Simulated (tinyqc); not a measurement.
Inside a calculation. Model: capacitance of parallel on-chip lines from Laplace's equation on a mesh.

Program tinyqc, `OMP_NUM_THREADS=1 python tinyqc.py 2790101 2790102 out.jsonl`; Intel Xeon 2.30GHz, shared host, one thread, about 1 s. Printed values are rounded.

Cross-section of an endless row of equal lines between two grounded planes; neighbours are driven in antiphase (+1 V and -1 V), so the plane midway between two lines is at 0 V. By symmetry one quarter is solved: x runs from the centre of a line (column 0, mirror) to that midplane (column 4, 0 V), y from the mid-height of the line (row 0, mirror) to the ground plane (row 4, 0 V). The line fills columns 0 to 1 and rows 0 to 1 at 1 V. Cells beside the line (below row 1) have e2, cells above have e1. Each link between nodes has the conductance g = mean permittivity of the two cells beside it (a cell beyond a mirror counts as 0), and the free nodes obey sum g (V_neighbour - V) = 0.

Parameters, values chosen for the exercise: relative permittivity above and below the lines e1 = 3; relative permittivity between the lines e2 = 1; over-relaxation factor om = 1.4.

Constants: eps0 = 8.8541878128e-12 F/m. Results are converted to the units shown.

## Link conductances

gx[j, i] joins node (row j, column i) to column i + 1, gy[j, i] to row j + 1.

gx:
```
       col 0  col 1  col 2  col 3
row 0    0.5    0.5    0.5    0.5
row 1      2      2      2      2
row 2      3      3      3      3
row 3      3      3      3      3
row 4    1.5    1.5    1.5    1.5
```

gy:
```
       col 0  col 1  col 2  col 3  col 4
row 0    0.5      1      1      1    0.5
row 1    1.5      3      3      3    1.5
row 2    1.5      3      3      3    1.5
row 3    1.5      3      3      3    1.5
```

## Iteration 1: relaxation sweep

V at the start (V):
```
       col 0  col 1  col 2  col 3  col 4
row 0      1      1      0      0      0
row 1      1      1      0      0      0
row 2      0      0      0      0      0
row 3      0      0      0      0      0
row 4      0      0      0      0      0
```

One sweep visits the free nodes row by row from row 0, left to right, and replaces V by V + om (weighted mean of the neighbours - V), using new values at once.

V after sweep 1 (V):
```
          col 0     col 1     col 2     col 3     col 4
row 0  1.000000  1.000000  0.350000  0.122500  0.000000
row 1  1.000000  1.000000  0.411250  0.165375  0.000000
row 2  0.350000  0.472500  0.309312  0.166141  0.000000
row 3  0.122500  0.208250  0.181147  0.121551  0.000000
row 4  0.000000  0.000000  0.000000  0.000000  0.000000
```

## Iteration 2: relaxation sweep

As before.

V after sweep 2 (V):
```
          col 0     col 1     col 2     col 3     col 4
row 0  1.000000  1.000000  0.540750  0.256025  0.000000
row 1  1.000000  1.000000  0.500402  0.241019  0.000000
row 2  0.583625  0.546416  0.364212  0.187917  0.000000
row 3  0.301044  0.276712  0.194407  0.085193  0.000000
row 4  0.000000  0.000000  0.000000  0.000000  0.000000
```

## Course of the relaxation

Stop when no node changes by 1e-7 V. C = 4 eps0 sum g (difference of V along the link)^2, in aF/um.

Course of the iteration:
```
sweep  C (aF/um)  largest change (V)
1       127.6764               0.472
2       113.7397               0.234
3       113.1999              0.0328
4       112.9941              0.0258
5       112.9080              0.0167
6       112.9005              0.0105
7       112.8982             4.41e-3
8       112.8980             8.14e-4
9       112.8980             3.17e-4
10      112.8980             1.10e-4
11      112.8979             1.05e-4
12      112.8979             2.13e-5
13      112.8979             9.37e-6
14      112.8979             2.71e-6
15      112.8979             2.05e-6
16      112.8979             9.63e-7
17      112.8979             4.19e-7
18      112.8979             1.15e-7
19      112.8979             3.18e-8
```

Converged in 19 sweeps. Over the last four sweeps the change shrinks by about 0.35 a sweep. C comes down from above, since the solution minimises the energy.

## Capacitance per length

converged V (V):
```
          col 0     col 1     col 2     col 3     col 4
row 0  1.000000  1.000000  0.564688  0.250078  0.000000
row 1  1.000000  1.000000  0.504337  0.217812  0.000000
row 2  0.590290  0.545283  0.344794  0.161249  0.000000
row 3  0.270596  0.246046  0.168307  0.082389  0.000000
row 4  0.000000  0.000000  0.000000  0.000000  0.000000
```

C = 4 eps0 sum g (difference of V)^2 over all links (twice the energy of the four quarters, line at 1 V). Plate estimate without fringing: eps0 [2 e1 w/hd + 2 e2 t/(s/2)], w = 2 hx, t = 2 hx, s/2 = 3 hx, hd = 3 hx.

C = 112.8979 aF/um
plate estimate = 47.22234 aF/um

C depends on the shape only, not on the mesh step hx. Meshes 6, 12 and 24 times finer extrapolate (Aitken) to 100.6 aF/um; this mesh is 12 % above that, and the plate estimate is 53 % below it.
